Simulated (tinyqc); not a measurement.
# Area and perimeter leakage from two diodes

Question. A square diode and a finger diode leak I = JA area + JP perimeter. Find JA, JP and the side of the square at which both parts are equal.

areas (um^2): [40000, 84000]
perimeters (um): [800, 17220]
leakage currents (pA): [4.896, 12.146400]

Answer. Two linear equations give JA and JP; for a square of side a, JA a^2 = 4 JP a at a = 4 JP/JA.

JA = 1.200e-8 A/cm^2
JP = 1.200e-12 A/cm
side for equal parts = 4.000 um

Numbers from tinyqc (`OMP_NUM_THREADS=1 python tinyqc.py 2290027 2290028 out.jsonl`; about 0.01 s on one thread of a shared Intel Xeon 2.30GHz).
